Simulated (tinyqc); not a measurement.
Length of a polyene: Hueckel, PPP and singles CI along the polyenes. Computed by the program tinyqc. Hueckel uses the same beta without repulsion; CIS keeps all single excitations and so misses the low, doubly excited 2Ag state. W is the valence ionisation energy of a centre, MN the Mataga-Nishimoto formula, f the oscillator strength.

All-trans chains of carbon centres 1.40 angstrom apart:
```
parameter                               value
beta (eV), times 1 +/- alternation  -2.670000
alternation                          0.100000
W (eV)                              11.160000
gamma_rr (eV)                       10.000000
repulsion formula                          MN
```

Gaps and excitations (eV):
```
centres  Hueckel gap  PPP orbital gap  bright singlet (CIS)      f  lowest triplet (CIS)
2              5.874           10.944                 8.339  0.715                 3.409
4              3.944            8.512                 5.983  1.127                 2.394
6              3.061            7.313                 4.891  1.560                 1.930
10             2.246            6.149                 3.851  2.343                 1.530
```

Estimate the missing row, centres = 8.

Computed row:
```
centres  Hueckel gap  PPP orbital gap  bright singlet (CIS)      f  lowest triplet (CIS)
8              2.563            6.607                 4.259  1.964                 1.680
```

The Hueckel gap tends to 4 x alternation x |beta| = 1.07 eV for long chains. Exchange opens the PPP orbital gap, and the attraction of electron and hole brings the bright state 2.30 eV below it at 10 centres; the triplet lies 2.32 eV lower still.
